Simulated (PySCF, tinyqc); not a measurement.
Inside a calculation. Method: CID on RHF in the sto-3g basis, for H4, spin multiplicity 1. The lowest restricted solution is unstable here: a spin-polarised one lies 0.1157 hartree lower (PySCF). One step of it, computed by the program tinyqc.

Problem. Iteration 1: diagonalisation and new density. Diagonalise F' = X^T F X, C = X C', fill 2 alpha and 2 beta electrons from the bottom; D = 2 C_occ C_occ^T. Each column has its largest component positive (the first on a tie).

Fock matrix F (hartree):
```
           1H 1s      2H 1s      3H 1s      4H 1s
1H 1s  -0.133828  -0.295723  -0.037556  -0.025019
2H 1s  -0.295723  -0.133828  -0.025019  -0.037556
3H 1s  -0.037556  -0.025019  -0.133828  -0.295723
4H 1s  -0.025019  -0.037556  -0.295723  -0.133828
```

X:
```
           1H 1s      2H 1s      3H 1s      4H 1s
1H 1s   1.023995  -0.125615  -0.025171  -0.001944
2H 1s  -0.125615   1.023995  -0.001944  -0.025171
3H 1s  -0.025171  -0.001944   1.023995  -0.125615
4H 1s  -0.001944  -0.025171  -0.125615   1.023995
```

Give: F' = X^T F X; orbital energies; coefficients C; D after iteration 1.

Solution.

F' = X^T F X (hartree):
```
         1        2        3        4
1  -0.0646  -0.2793  -0.0274  -0.0022
2  -0.2793  -0.0646  -0.0022  -0.0274
3  -0.0274  -0.0022  -0.0646  -0.2793
4  -0.0022  -0.0274  -0.2793  -0.0646
```

orbital energies (hartree): MO1 -0.3736, MO2 -0.3143, MO3 0.1895, MO4 0.2399

coefficients C:
```
          MO1      MO2      MO3      MO4
1H 1s  0.4356   0.4627   0.5632   0.5864
2H 1s  0.4356   0.4627  -0.5632  -0.5864
3H 1s  0.4356  -0.4627   0.5632  -0.5864
4H 1s  0.4356  -0.4627  -0.5632   0.5864
```

D after iteration 1:
```
         1H 1s    2H 1s    3H 1s    4H 1s
1H 1s   0.8078   0.8078  -0.0487  -0.0487
2H 1s   0.8078   0.8078  -0.0487  -0.0487
3H 1s  -0.0487  -0.0487   0.8078   0.8078
4H 1s  -0.0487  -0.0487   0.8078   0.8078
```
